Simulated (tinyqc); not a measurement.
Strained alloy layer of InAs and GaAs on (001) InP, model-solid band line-up: one step of the calculation.

The layer is x parts of the first compound and 1 - x of the second, grown coherently on the third as substrate and barrier. Rows of the table: lattice constant a, average valence level Ea on an absolute scale, spin-orbit splitting so, gaps at Gamma, X and L, hydrostatic deformation potentials av and ac (Gamma), shear potential b, elastic constants, electron and heavy-hole (along z) masses. All are interpolated linearly in x; gaps get -C x (1 - x), taken wholly in the conduction band; real line-ups can differ from this model by 0.1 eV or more.

Task. Critical thickness. In-plane strain e = (a_substrate - a)/a. Matthews-Blakeslee for 60-degree dislocations in a single layer: hc = k (ln(hc/bv) + 1), k = bv (1 - nu/4)/(4 pi |e| (1 + nu)), nu = c12/(c11 + c12), bv = a/sqrt(2); the larger root.

Inputs (values chosen for the exercise):
- x = 0.36 (fraction of the first compound in the layer)
- CG = 0.477 eV (bowing of the Gamma gap)
- CX = 1.4 eV (bowing of the X gap)
- CL = 0.33 eV (bowing of the L gap)
- Lw = 7.3 nm (layer thickness)

Binary compounds, values chosen for the exercise:
```
              close to InAs  close to GaAs  close to InP
a (angstrom)          6.058          5.653         5.869
Ea (eV)               -6.67          -6.92         -7.04
so (eV)               0.381          0.336         0.109
EG (eV)               0.351           1.41          1.35
EX (eV)                1.36           1.91           2.2
EL (eV)                1.07            1.7          1.95
av (eV)                   1           1.17          1.27
ac (eV)               -5.11          -7.12         -4.97
b (eV)                 -1.8          -1.71         -1.72
c11 (GPa)              84.5            118           100
c12 (GPa)              44.7           54.1            56
me (m0)              0.0231         0.0679        0.0801
mh (m0)               0.333          0.355         0.527
```

Give: nu; bv; hc.

Result.

nu = 0.32374
bv = 0.41004 nm
hc = 7.2458 nm

The layer, Lw = 7.3 nm, is thicker than hc, so it is metastable at best by this criterion.

Computed by the program tinyqc: `OMP_NUM_THREADS=1 python tinyqc.py 2690076 2690077 out.jsonl`, one thread of a shared Intel Xeon 2.30GHz, about 0.01 s for the whole run.
